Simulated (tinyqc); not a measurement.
From results back to parameters: thin-film optics by transfer matrices. Two cases, with inputs chosen for the exercise.

Problem. A bare substrate in air: with rho = tan(Psi) exp(i Delta), Delta = 180 degrees at small angles on a dielectric, conj(eps) = sin^2(theta) [1 + tan^2(theta) ((1 - rho)/(1 + rho))^2], and n + i k = sqrt(eps).

Find: rho; eps; n; k.

Method. Form rho, insert it, conjugate, and take the root with k >= 0.

Case 1.

Values chosen (out of a larger set: indices near those of resist, SiO2 on Si; not measured data): lam = 248 nm (vacuum wavelength); theta_e = 60 degrees (angle of the ellipsometer).

Psi = 37.4262 degrees
Delta = 140.4916 degrees

Solution.

rho = -0.5904+0.4869i
eps = -9.91+11.08i
n = 1.574
k = 3.520

Case 2.

Values chosen (out of a larger set: indices near those of SiO2 on W; not measured data): lam = 248 nm (vacuum wavelength); theta_e = 70 degrees (angle of the ellipsometer).

Psi = 24.9636 degrees
Delta = 130.7968 degrees

Solution.

rho = -0.3042+0.3524i
eps = 2.98+19.89i
n = 3.398
k = 2.926

Computed by tinyqc, one run a case: `OMP_NUM_THREADS=1 python tinyqc.py N N+1 out.jsonl` with N = 1651604, 1651611; one thread of a shared Intel(R) Xeon(R) Processor @ 2.30GHz, about 0.02 s a run at most.
